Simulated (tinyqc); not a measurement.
From results to parameters: Hueckel model of a polar double bond. Computed by the program tinyqc.

Problem. A C=X pi bond in Hueckel theory has H_XX = alpha + h beta, H_CC = alpha and H_CX = k beta, with two electrons. Find h, k, the charge on carbon and the bond order.

x values of the two levels (E = alpha + x beta): 1.922309  -0.852309

Solution. The sum of the x values is h and their product is -k^2; the charge on carbon is h/sqrt(h^2 + 4k^2) and the bond order 2k/sqrt(h^2 + 4k^2).

h, k: 1.0700  1.2800
charge on carbon, bond order: 0.3856  0.9226
